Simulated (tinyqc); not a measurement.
Avalanche multiplication and breakdown of a junction from ionisation integrals: one step, computed by the program tinyqc. Command: `OMP_NUM_THREADS=1 python tinyqc.py 3005177 3005178 out.jsonl impact walk`. One thread of a shared host (Intel(R) Xeon(R) Processor @ 2.30GHz), about 0.01 s of CPU time with the checks.

Ionisation coefficients follow the local field. Position x runs through the depletion layer from the p side (x = 0), where electrons enter, to the n side (x = w), where holes enter. The built-in voltage is neglected.

Problem. Coefficients at the critical field. alpha_n = a_n exp(-(b_n/F)^c), alpha_p = a_p exp(-(b_p/F)^c).

Inputs (values chosen for the exercise, modelled on GaAs): electron prefactor a_n = 196000 1/cm; electron field b_n = 589000 V/cm; hole prefactor a_p = 203000 1/cm; hole field b_p = 642000 V/cm; exponent c = 1.8.

Junction: linearly graded.

critical field F_m = 0.2796652 MV/cm

Give: alpha_n; alpha_p; ratio k = alpha_p/alpha_n; shorter ionisation length.

Solution.

alpha_n = 4290 1/cm

alpha_p = 2340 1/cm

ratio k = alpha_p/alpha_n = 0.5455

shorter ionisation length = 2.331 micrometre

Electrons ionise more readily at the peak field.
